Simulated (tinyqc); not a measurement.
# Changing the image contrast (as defocus does)

Model: chemically amplified photoresist: aerial image, acid generation, bake, development and line width. Computed by tinyqc, a small Python program. Command: `OMP_NUM_THREADS=1 python tinyqc.py 3030752 3030753 out.jsonl resist sweep`. One thread of a shared host (Intel(R) Xeon(R) Processor @ 2.30GHz), about 0.03 s of CPU time with the checks.

Lines and spaces of pitch p with a two-beam-like image; x = 0 is the middle of the bright space. The resist is positive and treated as uniform in depth.

Inputs (values chosen for the exercise, for a model resist at 193 nm): pitch p = 150 nm; mean dose E = 6.41 mJ/cm^2; Dill parameter C = 0.031 cm^2/mJ; quencher load q, relative to the acid generator = 0.072; acid diffusivity D = 2 nm^2/s; bake time t = 45 s; amplification rate k_amp = 0.04 1/s; threshold protection m_th = 0.54; development selectivity n = 3; largest rate r_max = 310 nm/s; smallest rate r_min = 0.085 nm/s; resist thickness d = 170 nm; development time t_d = 30 s; photon energy = 6.42 eV; absorption coefficient alpha = 0.64 1/um.

Method:
- Dose E(x) = E [1 + c cos(2 pi x/p)]; acid h = 1 - exp(-C E(x)).
- Bake: the acid image is blurred by a Gaussian of variance sigma^2 = 2 D t (each Fourier term k of h, taken on 64 points, is multiplied by exp(-4 pi^2 k^2 D t/p^2)).
- Cosine coefficients: h(x) = sum_k h_k cos(2 pi k x/p).
- The quencher then removes q, h_eff = max(h_blurred - q, 0); protection m = exp(-k_amp t h_eff).
- Mack rate r = r_max (a + 1)(1 - m)^n/(a + (1 - m)^n) + r_min, a = ((n + 1)/(n - 1))(1 - m_th)^n.
- Edge: vertical development clears the film where r t_d >= d; the space width is twice the x where r = d/t_d.
- Dose sensitivity = d ln(width)/d ln E from widths at 1.005 E and E/1.005; image log-slope at the edge = |d ln E/dx|, normalised by the width (NILS); latitude for 10 % of width = 10 %/sensitivity.
- The edge lies at x = width/2.
- Absorbed photons per volume N = E(edge) alpha/(photon energy), 1 mJ/cm^2 = 62.41509 eV/nm^2, alpha in 1/nm; a Gaussian blur averages over a volume V = (2 sqrt(pi) sigma)^3; relative noise 1/sqrt(N V); edge noise sigma_x = (dh/d ln E) noise/|dh/dx|, with both derivatives of the blurred acid at the edge.

One run for each value:
```
image contrast c  dose latitude (%)  space width (nm)  edge noise from photons (nm)   NILS
0.25                           4.30             106.8                         2.058  1.040
0.36                           6.42              95.9                         1.238  1.545
0.46                           8.13              90.9                         0.925  1.948
0.57                           9.94              87.5                         0.727  2.366
0.68                          11.73              85.1                         0.599  2.767
0.89                          15.13              82.2                         0.446  3.501
1.00                          16.92              81.2                         0.392  3.869
```

Give the missing row, image contrast c = 0.79.

Computed row:
```
image contrast c  dose latitude (%)  space width (nm)  edge noise from photons (nm)   NILS
0.79                          13.51              83.4                         0.508  3.157
```

Interpolating between the two neighbouring rows (linearly) misses most in edge noise from photons (nm), by 2.1 %. Over the rows, dose latitude (%) rises from 4.30 to 16.9 (exponent d ln y / d ln x 1.1 between the first rows and 0.96 between the last); space width (nm) falls from 107 to 81.2 (exponent d ln y / d ln x -0.29 between the first rows and -0.11 between the last); edge noise from photons (nm) falls from 2.06 to 0.392 (exponent d ln y / d ln x -1.4 between the first rows and -1.1 between the last).

Caution (all rows): lateral development, standing waves and the joint diffusion of acid and quencher are left out, so widths are indicative. Caution (all rows): the noise counts photons alone (acid and quencher statistics add to it) and takes the film as thicker than the blur; a thinner film averages in two dimensions only.
